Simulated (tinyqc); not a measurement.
Inside a calculation. Model: configuration-coordinate model of a defect: Huang-Rhys factor and luminescence line shape. Computed by tinyqc, a small Python program that keeps every step. Command: `OMP_NUM_THREADS=1 python tinyqc.py 3023815 3023816 out.jsonl ccline walk`. One thread of a shared host (Intel(R) Xeon(R) Processor @ 2.30GHz), about 0.01 s of CPU time with the checks. Intermediate numbers are printed to about 7 digits and carried at full precision; extremes and crossings named in words are read from the listed rows.

Ground state E_g(Q) = (1/2) omega_g^2 Q^2; excited state E_e(Q) = E_0 + (1/2) omega_e^2 (Q - dQ)^2 with omega_e = omega_g and E_0 = E_ZPL. Q is mass-weighted; the dipole does not depend on Q (Condon approximation).

Inputs (values chosen for the exercise, for a model defect in a wide-gap host):
```
quantity                          value              unit
zero-phonon energy E_ZPL           4.52                eV
displacement dQ                   0.454  u^(1/2) angstrom
ground-state phonon hbar omega_g   98.4               meV
temperature T                       400                 K
refractive index n_r               2.12                 -
transition dipole mu                2.3        e angstrom
quenching prefactor nu_0          4e+11               1/s
```

Modes: equal frequencies in both states.

Constants: hbar^2/u = 4.18015928e-03 eV angstrom^2; k_B = 8.617333262e-05 eV/K; hbar = 6.582119569e-16 eV s; e = 1.602176634e-19 C; eps_0 = 8.8541878128e-12 F/m; hbar = 1.054571817e-34 J s; c = 299792458 m/s.

## Huang-Rhys factors and vertical energies

S = hbar omega dQ^2/(2 hbar^2/u) for each state; relaxation energy S hbar omega; absorption at E_0 + S_e hbar omega_e, emission at E_0 - S_g hbar omega_g; the Stokes shift is their difference.

S_g = 2.425962

S_e = 2.425962

relaxation energy, ground state = 0.2387147 eV

relaxation energy, excited state = 0.2387147 eV

vertical absorption energy = 4.758715 eV

vertical emission energy = 4.281285 eV

Stokes shift = 0.4774293 eV

The coupling is intermediate: phonon replicas can be resolved beside the zero-phonon line.

## Emission lines at zero temperature

From the lowest excited level the line to ground level n lies at E_ZPL - n hbar omega_g with Franck-Condon weight exp(-S) S^n/n!; the emitted intensity carries a further factor E^3. S = S_g; up to eleven lines, of positive energy only, from n = max(0, integer part of S - 5).

Lines:
```
n   energy (eV)        weight  intensity / largest
0        4.5200  8.839305e-02         3.883840e-01
1        4.4216  2.144382e-01         8.819996e-01
2        4.3232  2.601094e-01         1.000000e+00
3        4.2248  2.103385e-01         7.546841e-01
4        4.1264  1.275683e-01         4.264663e-01
5        4.0280  6.189517e-02         1.924656e-01
6        3.9296  2.502589e-02         7.225409e-02
7        3.8312  8.673122e-03         2.320640e-02
8        3.7328  2.630083e-03         6.508809e-03
9        3.6344  7.089423e-04         1.619336e-03
10       3.5360  1.719867e-04         3.617925e-04
```

The weight peaks at n = 2 and the intensity at n = 2.

## Band at temperature T

Overlaps <m_e|n_g> of harmonic-oscillator functions (Hermite recursion, positive leading coefficients) by a sum over an even grid (700 points from x = -9 to 9 + d for the small table, 1500 points from -16 to 16 + d for the thermal sums), with x = Q sqrt(omega_g/hbar), d = sqrt(2 S_g) and frequency ratio omega_e/omega_g. Initial levels m = 0..24 carry Boltzmann weights exp(-m hbar omega_e/k_B T), normalised; final levels n = 0..79; a line lies at E_ZPL + m hbar omega_e - n hbar omega_g with weight w_m <m|n>^2. Moments are taken over these weights without the E^3 factor; FWHM = 2 sqrt(2 ln 2) x standard deviation; the zero-phonon weight is the sum of w_m <m|m>^2.

mean emission energy = 4.281285 eV

FWHM from the second moment = 0.3823190 eV

zero-phonon weight = 0.09328563

skewness = -0.5400883

Caution: for small S the spectrum is a set of resolved lines, and a Gaussian width has little meaning.

## Crossing, radiative lifetime and thermal quenching

The curves cross at the root Q_c nearest dQ; the barrier is (1/2) omega_e^2 (Q_c - dQ)^2, with (1/2) omega^2 = (hbar omega)^2/(2 hbar^2/u). k_r = n_r omega^3 mu^2/(3 pi eps_0 hbar c^3) at the vertical emission energy, without local-field correction; k_nr = nu_0 exp(-barrier/k_B T) (Mott-Seitz); yield = k_r/(k_r + k_nr); T_1/2 = barrier/(k_B ln(nu_0/k_r)).

Q_c = 4.525186 u^(1/2) angstrom

classical barrier = 19.19594 eV

radiative lifetime = 0.2993096 ns

luminescence yield = 1

quenching temperature T_1/2 = 46551.90 K

The barrier is so high that this route does not halve the yield below 1000 K. Caution: the curves cross far outside the range of the harmonic model, so the barrier and T_1/2 have no quantitative meaning.

## Width and zero-phonon weight against temperature

For comparison: FWHM(0) sqrt(coth(hbar omega_e/2 k_B T)) with FWHM(0) from the first row, and exp(-S_g coth(hbar omega_e/2 k_B T)).

Against temperature:
```
T (K)  mean energy (eV)  FWHM (eV)  coth law (eV)  zero-phonon weight  exp(-S coth)
57             4.281285  0.3609066      0.3609066           0.0883931    0.08839305
170            4.281285  0.3613436      0.3613436           0.0885034    0.08787492
340            4.281285  0.3736880      0.3736880           0.0914387    0.07421167
570            4.281285  0.4133666      0.4133666           0.0986229    0.04148281
910            4.281285  0.4838979      0.4838979           0.1045783    0.01276361
1400           4.281285  0.5804363      0.5804363           0.1042767    0.00188307
1500           4.281285  0.5988117      0.5988117           0.1036103    0.00125774
```

The width grows by a factor 1.66, flat while k_B T is well below hbar omega and as sqrt(T) above; for equal frequencies the coth law is exact. The mean energy stays fixed, as it must for equal frequencies. The zero-phonon weight goes from 0.0884 to 0.104; the single exponential assumes equal frequencies, leaves out lines that absorb and emit the same number of phonons, and falls to 0.00126. The rise of the weight is a feature of one sharp mode; with a spread of mode energies those lines leave the zero-phonon energy and the weight falls.

Checks made by the program: grid overlaps at equal frequencies against the Poisson weights (relative difference below 1e-10); width at T against the coth law (relative difference below 1e-10).
